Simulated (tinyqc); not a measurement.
Worked calculation: plane-wave Kohn-Sham cycle with exchange-only LDA in a layered model solid. Computed by tinyqc, a small Python program that keeps every step. Settings: points = 16, plane-wave index or count = 3, electrons = 4, k points = 1, area = 12.0, mixing = 0.8, iteration cap = 61, Pulay depth = 3. Command: `OMP_NUM_THREADS=1 python tinyqc.py 29491 29492 out.jsonl` (the two numbers bound the seeds that draw the settings). One thread of a shared host (Intel(R) Xeon(R) Processor @ 2.60GHz), about 0.02 s of CPU time with the checks.

A solid whose potential varies along x alone (atomic units):
```
parameter                      value
period a                    8.100000
cross-section of the cell  12.000000
electrons per cell                 4
grid points                       16
plane waves -n..n, n               3
k points                           1
V1 in V1 cos(2 pi x/a)     -0.310000
```

Stop when sqrt(dV sum R^2) is below 1e-8, dV = a A/N.

Course of the cycle:
```
iteration  E (hartree)  norm of the residual
1            -0.709531              2.43e-01
2            -0.771360              3.33e-01
3            -0.508888              2.41e-01
4            -0.514216              1.03e-01
5            -0.503547              7.91e-02
6            -0.509268              2.24e-01
7            -0.506930              2.18e-01
8            -0.504006              8.52e-02
9            -0.503606              2.12e-01
10           -0.507093              2.18e-01
11           -0.506186              9.06e-02
...                ...                   ...
51           -0.507229              1.47e-01
52           -0.583133              2.40e-01
53           -0.522974              2.22e-01
54           -0.515210              1.71e-01
55           -0.629896              2.98e-01
56           -0.520698              2.01e-01
57           -0.513725              1.38e-01
58           -0.540581              2.19e-01
59           -0.505507              1.33e-01
60           -0.533590              2.39e-01
61           -0.551793              1.86e-01
```

Can the last value be used, and what does the course show?

Not by the stop rule. Not converged within 61 iterations: the residual wanders without falling. Reruns (cap 100 unless said): mixing 0.1: not converged; mixing 0.5, Kerker q0 1.0: not converged; mixing 0.3, Pulay depth 5: not converged; the original settings with a cap of 400: not converged.
